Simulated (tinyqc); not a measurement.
Binding against mu: shallow acceptor in the spherical model (Baldereschi-Lipari), strong spin-orbit limit. Computed by tinyqc, a small Python program. Command: `OMP_NUM_THREADS=1 python tinyqc.py 3012293 3012294 out.jsonl acceptor walk`. One thread of a shared host (Intel(R) Xeon(R) Processor @ 2.30GHz), about 0.01 s of CPU time with the checks.

The 1S(3/2) state has an s envelope f(r) and a d envelope g(r). In effective units they obey -(f'' + 2f'/r + 2f/r) + mu (g'' + 5g'/r + 3g/r^2) = E f and -(g'' + 2g'/r - 6g/r^2 + 2g/r) + mu (f'' - f'/r) = E g. The cubic term, the split-off band and the central cell are left out.

Inputs (values chosen for the exercise, modelled on InAs):
```
quantity,value,unit
Luttinger gamma_1,20,-
Luttinger gamma_2,8.23,-
Luttinger gamma_3,9.25,-
dielectric constant eps,14.9,-
```

Constants: Ry = 13.605693123 eV; a_0 = 0.529177210903 angstrom.

Method:
- Ry* = Ry/(gamma_1 eps^2), a* = a_0 eps gamma_1, mu = (6 gamma_3 + 4 gamma_2)/(5 gamma_1), delta = (gamma_3 - gamma_2)/gamma_1; spherical masses 1/(gamma_1 (1 - mu)) (heavy) and 1/(gamma_1 (1 + mu)) (light).
- Basis: f_i = exp(-zeta_i r), g_i = r exp(-zeta_i r), weight r^2 dr, s = zeta_i + zeta_j. S_ff = 2/s^3, H_ff = zeta_i zeta_j S_ff - 2/s^2; S_gg = 24/s^5, H_gg = 8/s^3 + 24 zeta_i zeta_j/s^5 - 12/s^4; H(f_i, g_j) = mu (6 zeta_i^2/s^4 + 2 zeta_i/s^3); S_fg = 0. Each function is normalised by sqrt(S_ii).
- Large basis: zeta_i = 0.08 x 1.55^(i-1), i = 1..20 in each channel; overlap eigenvalues below 1e-11 are dropped.

mu = 0.8842

1S(3/2):
```
mu,binding (Ry*),d weight,binding x (1 - mu)
0.10,1.0091,0.00424,0.90817
0.27,1.0706,0.03118,0.78153
0.50,1.2985,0.10979,0.64927
0.53,1.3497,0.12393,0.63435
0.80,2.5802,0.29828,0.51604
0.88,4.0384,0.36886,0.48461
0.90,4.7683,0.38818,0.47683
0.95,9.1447,0.44002,0.45723
```

What does the comparison show, and why?

The binding grows from 1.009 to 9.14 Ry*, slowly at first (second order in mu), while the d weight rises to 0.44. The last column, the binding in units of the heavy-hole Rydberg, falls to 0.457, towards about 0.44 as mu tends to 1.
